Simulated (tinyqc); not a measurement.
Velocity against field: two-valley model of the transferred-electron effect. Computed by tinyqc, a small Python program. Command: `OMP_NUM_THREADS=1 python tinyqc.py 3028188 3028189 out.jsonl gunn walk`. One thread of a shared host (Intel(R) Xeon(R) Processor @ 2.30GHz), about 0.01 s of CPU time with the checks.

Both kinds of valley share one electron temperature T_e, and each has a constant mobility.

Inputs (values chosen for the exercise, for a model semiconductor):
```
quantity                       value        unit
central-valley mass m1         0.046         m_0
satellite-valley mass m2        0.28         m_0
satellite valleys Z                6           -
valley separation dE            0.75          eV
central-valley mobility mu1    16000  cm^2/(V s)
satellite-valley mobility mu2    140  cm^2/(V s)
energy relaxation time tau_E     1.9          ps
lattice temperature T            350           K
electric field F                 1.3       kV/cm
```

Solver: bisection.

Constants: k_B = 8.617333262e-05 eV/K.

Method. Density-of-states ratio R = Z (m2/m1)^(3/2); n2/n1 = R exp(-dE/(k_B T_e)); mean mobility mu = (mu1 + mu2 n2/n1)/(1 + n2/n1); energy balance e mu F^2 = (3/2) k_B (T_e - T)/tau_E; v = mu F.

low-field mobility = 16000.0 cm^2/(V s)

R = 90.1056

The curve:
```
F (kV/cm)  T_e (K)  share in the satellites (%)  v (1e7 cm/s)  low-field line (1e7 cm/s)
0.13         354.0                   1.8901e-07        0.2080                      0.208
0.33         375.6                   7.7913e-07        0.5280                      0.528
0.65         449.4                   3.4935e-05        1.0400                      1.040
0.91         544.8                   1.0379e-03        1.4560                      1.456
1.30         747.2                   7.8601e-02        2.0784                      2.080
1.80        1089.6                   2.9688e+00        2.7952                      2.880
2.60        1550.2                   2.4725e+01        3.1405                      4.160
3.90        2007.6                   5.4135e+01        2.8915                      6.240
6.50        2662.1                   7.7409e+01        2.4199                     10.400
13.00       4077.2                   9.1422e+01        1.9505                     20.800
```

What does the comparison show, and why?

v falls between 2.6 and 13 kV/cm, while the share in the slow valleys goes from 25 to 91 %: transfer outruns the rise of the field. With constant mobilities n2/n1 tends to R and v ends on the line (mu1 + R mu2) F/(1 + R), a mobility of 314; real satellites saturate instead. Rows with T_e above 3000 K lie outside the range of a Maxwellian in parabolic valleys.

Extremes, crossings and ranges named in words are read from the listed rows.
